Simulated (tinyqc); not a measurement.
# A six-terminal Hall bar with edge channels and a constriction, Landauer-Buettiker equations, step by step

Numbers from tinyqc (`OMP_NUM_THREADS=1 python tinyqc.py 2700119 2700120 out.jsonl`; about 0.01 s on one thread of a shared Intel Xeon 2.30GHz). Printed values are rounded.

Contacts 1 (source) and 4 (drain) end the bar; 2 and 3 lie on the upper edge, 6 and 5 on the lower edge, with a constriction between 2 and 3 (and between 6 and 5). Carriers run 1 to 2 to 3 to 4 to 5 to 6 to 1 in M channels. The constriction passes Tc from 2 to 3 and from 5 to 6, and turns M - Tc from 2 to 6 and from 5 to 3. Signs are those of positive carriers; V4 = 0.

Values chosen for this exercise:
```
symbol,value,unit,meaning
M,2,,"edge channels, spin counted singly"
Tc,1.23,,summed transmission of the constriction
I,50,nA,current from contact 1 to contact 4
```

Constants: q = 1.602176634e-19 C, h = 6.62607015e-34 J s. Results are converted to the units shown.

## Transmission matrix

T_ij is the transmission from contact j to contact i.

T_ij:
```
   1     2  3  4     5  6
1  0     0  0  0     0  2
2  2     0  0  0     0  0
3  0  1.23  0  0  0.77  0
4  0     0  2  0     0  0
5  0     0  0  2     0  0
6  0  0.77  0  0  1.23  0
```

## Voltages

I_i = (q^2/h) [M V_i - sum_j T_ij V_j], with I_1 = I, V_4 = 0 and no current at 2, 3, 5, 6.

V, contact 1 to 6 (uV): [1049.30, 1049.30, 645.32, 0.00, 0.00, 403.98]

## Resistances

R(a,b) = (V_a - V_b)/I.

resistances (kohm): R(1,4) 20.9860, R(2,3) 8.0796, R(2,6) 12.9064, R(2,5) 20.9860, R(3,6) 4.8268

In units of h/q^2: R(1,4) = R(2,5) = 1/Tc, R(2,3) = 1/Tc - 1/M, R(2,6) = 1/M, R(3,6) = 2/M - 1/Tc.
